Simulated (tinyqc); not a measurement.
Gas flow in a process chamber: flow regimes, conductance, effective pumping speed, pump-down, outgassing and purge. Inputs raised by 5 %, one at a time. Computed by tinyqc, a small Python program. Command: `OMP_NUM_THREADS=1 python tinyqc.py 3120083 3120084 out.jsonl pump sens`. One thread of a shared host (Intel(R) Xeon(R) Processor @ 2.30GHz), about 0.01 s of CPU time with the checks.

Ideal gas, isothermal flow, a pump of constant speed at the end of a round pipe; process gas, volume gas and outgassing are given the same properties. 1 sccm = 101325 Pa x 1e-6 m^3/60 s x T/273.15 K.

Inputs (values chosen for the exercise, modelled on hydrogen near room temperature):
```
quantity                     value            unit
molar mass M                 2.016           g/mol
molecular diameter            0.27              nm
viscosity eta                  8.9   micropascal s
temperature T                  350               K
chamber volume V               140               L
wall area                      4.2             m^2
pipe diameter d                 25              cm
pipe length l                   21              cm
pump speed S                  2300             L/s
process gas flow                17            sccm
outgassing rate after 1 h  1.1e-06  Pa m^3/(s m^2)
outgassing exponent n         0.89               -
target base pressure         9e-05              Pa
```

Constants: k_B = 1.380649e-23 J/K; u = 1.6605390666e-27 kg.

Method:
- Mean speed c = sqrt(8 k_B T/(pi m)); aperture conductance C_a = c pi d^2/16; molecular pipe C_m = C_a/(1 + 3 l/(4 d)) (Dushman form); viscous pipe C_v = pi d^4 p_mean/(128 eta l); Knudsen interpolation C = C_v + C_m (1 + x)/(1 + 1.24 x), x = d p_mean sqrt(m/(k_B T))/eta.
- Effective speed 1/S_eff = 1/S + 1/C_m; time constant V/S_eff; pressure at which the free path k_B T/(sqrt2 pi d_m^2 p) equals d.
- Steady flow: the pump inlet is at p_2 = Q/S, and the chamber pressure p_1 solves Q = C((p_1 + p_2)/2) (p_1 - p_2). Residence time = p_1 V/Q.
- Knudsen number = free path at the mean pressure over d.
- From the outgassing limit: t = 1 h x (q_1 A/(S_eff p_target))^(1/n) - 10 s; monolayer time at the target = 1e19 m^-2 x 4 k_B T/(p c) for unit sticking.

Runs:
```
input moved                                    from         to  chamber pressure p_1 (Pa)  residence time (s)  time to the target (h)  conductance C (L/s)
base run                                          -          -                   0.018551            0.070600                0.013693                14388
molar mass M (g/mol)                          2.016     2.1168                   0.018612            0.070835                0.013756                14048
wall area (m^2)                                 4.2       4.41                   0.018551            0.070600                0.014621                14388
pipe diameter d (cm)                             25      26.25                   0.018264            0.069509                0.013415                16205
pipe length l (cm)                               21      22.05                   0.018605            0.070805                0.013742                14090
process gas flow (sccm)                          17      17.85                   0.019475            0.070590                0.013693                14402
outgassing rate after 1 h (Pa m^3/(s m^2))  1.1e-06  1.155e-06                   0.018551            0.070600                0.014621                14388
outgassing exponent n                          0.89     0.9345                   0.018551            0.070600                0.017250                14388
```

Exponents ln(y'/y) / ln(x'/x):
```
input                      chamber pressure p_1  residence time  time to the target  conductance C
molar mass M                              0.068           0.068               0.094         -0.490
wall area                                 0.000           0.000               1.344          0.000
pipe diameter d                          -0.319          -0.319              -0.421          2.437
pipe length l                             0.060           0.060               0.073         -0.429
process gas flow                          0.997          -0.003               0.000          0.020
outgassing rate after 1 h                 0.000           0.000               1.344          0.000
outgassing exponent n                     0.000           0.000               4.733          0.000
```

To which inputs is each result most sensitive?

Among the inputs moved here: chamber pressure p_1 answers most in size to process gas flow (exponent +0.997), next to pipe diameter d (-0.319); its exponent is below 0.0005 for wall area, outgassing rate after 1 h, outgassing exponent n. Its exponent +0.997 in process gas flow: constant speed and conductance. Residence time answers most in size to pipe diameter d (exponent -0.319), next to molar mass M (+0.068); its exponent is below 0.0005 for wall area, outgassing rate after 1 h, outgassing exponent n. Time to the target answers most in size to outgassing exponent n (exponent +4.733), next to wall area (+1.344); its exponent is below 0.0005 for process gas flow. Conductance C answers most in size to pipe diameter d (exponent +2.437), next to molar mass M (-0.490); its exponent is below 0.0005 for wall area, outgassing rate after 1 h, outgassing exponent n.
